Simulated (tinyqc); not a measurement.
Comparisons within one model: exciton in a hard-walled quantum well (variational). A value that a table varies takes the place of the one given here.

Electron and hole in the lowest states cos(pi z/L) of a hard-walled well; relative motion in the plane exp(-rho/lam). E(lam) = c/(mu lam^2) - (q/eps) <1/r>, <1/r> = integral over k from 0 to infinity of F(kL) (1 + (k lam/2)^2)^(-3/2), F(x) = [3x + 8 pi^2/x - 32 pi^4 (1 - exp(-x))/(x^2 (x^2 + 4 pi^2))]/(x^2 + 4 pi^2); c = hbar^2/2m0, q = e^2/(4 pi eps0). E is counted from the subband edge.

Constants: hbar^2/2m0 = 3.80998211 eV angstrom^2; e^2/(4 pi eps0) = 14.39964547 eV angstrom; Ry = 13.60569312 eV.

Parameters, chosen for this exercise (near those of ZnSe; the results hold for these values, not for the real material):
```
symbol  value                                      unit      meaning
xs      (0.065, 0.12, 0.78, 1.7, 3.2, 16, 27, 95)            (E - Eg)/Ry*
eps     8.8                                                  dielectric constant
Ls      (5, 11, 21, 37, 87, 123, 232)              angstrom  widths
me      0.167                                      m0        electron mass
mh      0.469                                      m0        hole mass
L       32                                         angstrom  well width
```

## Coulomb enhancement above the gap (Wannier exciton and Elliott formula)

Ry* = 21.6365 meV

With x = (E - Eg)/Ry* and y = pi/sqrt(x): S3 = y exp(y)/sinh(y), and S2 = exp(y)/cosh(y). Free-pair absorption goes as sqrt(x) in three dimensions and is constant in two.

Factors:
```
x      E - Eg (meV)  sqrt(x)      S3  S3 sqrt(x)     S2
0.065          1.41    0.255  24.645       6.283  2.000
0.12           2.60    0.346  18.138       6.283  2.000
0.78          16.88    0.883   7.120       6.288  1.998
1.7           36.78    1.304   4.858       6.334  1.984
3.2           69.24    1.789   3.620       6.476  1.942
16           346.18    4.000   1.983       7.932  1.656
27           584.19    5.196   1.724       8.956  1.540
95          2055.47    9.747   1.357      13.224  1.312
```

How do the results move?

In three dimensions the product tends to 2 pi = 6.283 at the edge (6.283 in the first row), so the square-root onset becomes a step. Even 2055 meV above the gap the enhancement is 1.36; it decays only as 1 + pi/sqrt(x) = 1.32. In two dimensions it never exceeds 2 and has fallen to 1.31. The last rows lie beyond the range of parabolic bands.

## Width of the well

mu = 0.123149 m0
a* = 37.814 angstrom

The minimum for each width. The strength per area goes as |phi(0)|^2 = 2/(pi lam^2), listed relative to the strict two-dimensional value.

Results:
```
L (angstrom)  L/a*  lam (angstrom)  binding (meV)  in Ry*  strength
5             0.13            22.0          73.41   3.393     0.735
11            0.29            24.8          64.09   2.962     0.581
21            0.56            28.4          54.37   2.513     0.443
37            0.98            33.0          45.05   2.082     0.329
87            2.30            43.4          31.37   1.450     0.190
123           3.25            49.2          26.42   1.221     0.148
232           6.14            63.1          18.63   0.861     0.090
```

How do the results move?

The binding falls from 3.39 to 0.86 Ry*. It drops below the bulk value Ry* between 123 and 232 angstrom, which is a failure of the trial function: it has no correlation along z, so it cannot reach the bulk limit. Even at L = 0.13 a* only 85 % of the two-dimensional limit is reached. With finite barriers the binding would peak at some width and fall again as the carriers leak out.

## What each parameter does

1/mu = 1/me + 1/mh, Ry* = Ry mu/eps^2; the minimum over lam. Each row changes one parameter from the base and keeps the others.

Results:
```
case               binding (meV)  lam (angstrom)  binding/Ry*
base                       47.46            31.7        2.194
me = 0.142 m0              43.80            34.6        2.287
mh = 0.657 m0              49.92            29.9        2.134
eps = 9.68                 40.53            33.9        2.267
L = 44.8 angstrom          41.88            34.9        1.936
```

What does this show?

The largest shifts from the base row, up to three for each result and ties (the steps differ in size, so this ranks the rows, not the parameters). binding (meV): eps -6.93, L -5.58, me -3.66. lam (angstrom): L +3.2, me +3.0, eps +2.3. binding/Ry*: L -0.258, me +0.093, eps +0.073.

Program tinyqc; command `OMP_NUM_THREADS=1 python tinyqc.py 1281895 1281896 out.jsonl`; about 0.03 s on one thread of a shared Intel(R) Xeon(R) Processor @ 2.30GHz.
